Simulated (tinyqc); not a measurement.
Worked calculation: shallow donor in effective-mass theory, with valley-orbit splitting. Values are carried at full precision from step to step, so a last printed digit may differ when a step is redone from the rounded ones.

Constants: Ry = 13.60569312 eV; a0 (Bohr radius) = 0.5291772105 angstrom; hbar^2/2m0 = 3.80998211 eV angstrom^2; e^2/(4 pi eps0) = 14.39964547 eV angstrom.

Values chosen for the exercise (near those of a group-V donor in Si; not measured data):
```
symbol  value  unit      meaning
ml      0.907  m0        longitudinal mass
mt      0.185  m0        transverse mass
eps     11.6             dielectric constant
a       22.3   angstrom  trial radius across the axis
b       12.7   angstrom  trial radius along the axis
E0      -29.4  meV       single-valley level
D0      4.3    meV       central-cell shift
D1      2.16   meV       coupling of perpendicular valleys
D2      1.5    meV       coupling of opposite valleys
Ds      17.6   meV       strain splitting: z valleys less the others
```

## Hydrogen-like estimates

Ry* = Ry m/eps^2 and a* = a0 eps/m for four choices of one mass: mt, the conductivity mass 3/(1/ml + 2/mt), the density-of-states mass (ml mt^2)^(1/3), and ml.

Estimates:
```
mass,m (m0),Ry* (meV),a* (angstrom)
mt,0.1850,18.71,33.18
conductivity,0.2518,25.46,24.38
density of states,0.3143,31.78,19.53
ml,0.9070,91.71,6.77
```

## Energy of one trial function

One valley: H = -c [(d2/dx2 + d2/dy2)/mt + (d2/dz2)/ml] - q/(eps r), c = hbar^2/2m0, q = e^2/(4 pi eps0). Trial function exp(-sqrt((x^2 + y^2)/a^2 + z^2/b^2)) with a > b: T = (c/3)(2/(mt a^2) + 1/(ml b^2)), V = -(q/eps) atan(u/b)/u, u = sqrt(a^2 - b^2). The central cell of the impurity is left out.

Evaluate T, V and E. Scaling both radii by f changes T to T/f^2 and V to V/f, so the best factor is f = -2T/V, with energy -V^2/(4T).

T = 36.290 meV
V = -65.343 meV
E = -29.053 meV
best scale factor = 1.1108
energy after scaling = -29.414 meV

The virial ratio -V/T is 1.801; it is 2 at the best scale. Scaling gains 0.361 meV.

## Scan over the shape

For each ratio b/a = 0.2, 0.3, ..., 0.9 the best scale follows from a = -2 T1/V1, with T1 and V1 taken at a = 1 angstrom.

Scan:
```
b/a,a (angstrom),b (angstrom),E (meV)
0.2,56.18,11.24,-15.442
0.3,35.55,10.67,-23.171
0.4,28.64,11.45,-27.416
0.5,25.76,12.88,-29.139
0.6,24.49,14.69,-29.376
0.7,23.99,16.80,-28.811
0.8,23.91,19.13,-27.839
0.9,24.07,21.66,-26.682
```

The best listed ratio is 0.6; (mt/ml)^(1/2) = 0.45 and (mt/ml)^(1/3) = 0.59 are common guesses.

## The minimum

Minimise over a and b. The Mott estimate n_c = (0.25/a_m)^3 uses a_m = (a^2 b)^(1/3); 1/angstrom^3 = 1e24/cm^3.

a = 24.76 angstrom
b = 14.13 angstrom
E = -29.414 meV
a_m = 20.54 angstrom
n_c = 1.80 x 1e18/cm^3

b/a = 0.571. The binding energy is 1.572 times Ry*(mt). The central cell of a real donor shrinks the orbit and raises n_c (3.7 x 1e18/cm^3 for P in Si).

## The valley-orbit matrix

Basis: the 1s envelopes of the valleys +x, -x, +y, -y, +z, -z. Diagonal E0 - D0, element -D2 between opposite valleys and -D1 between perpendicular ones. Strain along [001] adds 2 Ds/3 to the z valleys and -Ds/3 to the others.

Fill it in with the strain.

H (meV), lower triangle:
```
,+x,-x,+y,-y,+z,-z
+x,-39.567
-x,-1.500,-39.567
+y,-2.160,-2.160,-39.567
-y,-2.160,-2.160,-1.500,-39.567
+z,-2.160,-2.160,-2.160,-2.160,-21.967
-z,-2.160,-2.160,-2.160,-2.160,-1.500,-21.967
```

## Levels and ground state

Diagonalise. For the lowest state give the amplitudes (positive) and (sum of amplitudes)^2/6, the contact density relative to no strain.

levels (meV): -46.974  -38.067  -38.067  -36.747  -21.879  -20.467

amplitudes: +x 0.4839, -x 0.4839, +y 0.4839, -y 0.4839, +z 0.1779, -z 0.1779

relative contact density = 0.8751

The z valleys hold 6.3 % of the ground state, against 33.3 % without strain.

## Checks

- Energy from 21 anisotropic Gaussians against the two-parameter function, meV: -29.45 against -29.41.
- Unstrained levels against E0 - D0 - 4 D1 - D2 (A1), E0 - D0 + D2 (T2, threefold) and E0 - D0 + 2 D1 - D2 (E, twofold): they agree to 1e-10 or better.

tinyqc: `OMP_NUM_THREADS=1 python tinyqc.py 1251458 1251459 out.jsonl`; about 0.01 s, one thread, shared Intel(R) Xeon(R) Processor @ 2.30GHz.
